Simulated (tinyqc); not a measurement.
## Depth and level of a trap from the time ratio

Problem. For an oxide trap tc/te = exp(E/Vt) with E = E0 - dpsi - (xt/tox)(Vg - VT - dpsi), dpsi being the rise of the surface potential above its value at threshold. Find xt and E0, and the depth that would be read if dpsi were ignored.

Inputs (values chosen for the exercise): temperature T = 200 K; insulator thickness tox = 3.6 nm.

Constants: q = 1.602176634e-19 C, kB = 1.380649e-23 J/K, Vt = kB T/q. Results are converted to the units shown.

Vg - VT (V): [0.31, 0.46]
tc/te: [2.2201720, 0.17730053]
dpsi (V): [0.050711531, 0.058264633]

Answer. E + dpsi is a straight line in the oxide voltage Vg - VT - dpsi with slope -xt/tox and intercept E0. Ignoring dpsi assigns the motion of the bands to the trap and overstates its depth.

xt = 0.910 nm
E0 = 0.130 eV
depth read without dpsi = 1.05 nm

tinyqc, about 0.01 s, one thread, Intel Xeon 2.30GHz (shared host): `OMP_NUM_THREADS=1 python tinyqc.py 2710165 2710166 out.jsonl`
